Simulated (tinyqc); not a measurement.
## Mass and degeneracy from charge and saturation current

Inverse problem. At high drain voltage only states moving towards the drain are filled: n = (N0/2) F_0(eta), N0 = gv m kB T/(pi hbar^2), F_0(x) = ln(1 + exp x), and I = q (N0/2) vT F_(1/2)(eta) per width, vT = sqrt(2 kB T/(pi m)), F_(1/2)(x) = (2/sqrt(pi)) int_0^infinity u^(1/2)/(1 + exp(u - x)) du. Find eta and m.

Inputs (values chosen for the exercise):
- T = 300 K (temperature)
- gv = 1 (valley degeneracy)

Constants: q = 1.602176634e-19 C, kB = 1.380649e-23 J/K, hbar = 1.054571817e-34 J s, m0 = 9.1093837015e-31 kg. Results are converted to the units shown.

n = 1.1048962e12 cm^-2
I = 1192.7367 uA/um

Solution. The mass drops out of I^2/(q^2 n) = gv (kB T)^2 F_(1/2)^2/(pi^2 hbar^2 F_0), which rises with eta and so fixes it; n then gives m.

eta = 7.36
m = 0.0278 m0

Numbers from tinyqc (`OMP_NUM_THREADS=1 python tinyqc.py 2400002 2400003 out.jsonl`; about 0.01 s on one thread of a shared Intel Xeon 2.30GHz).
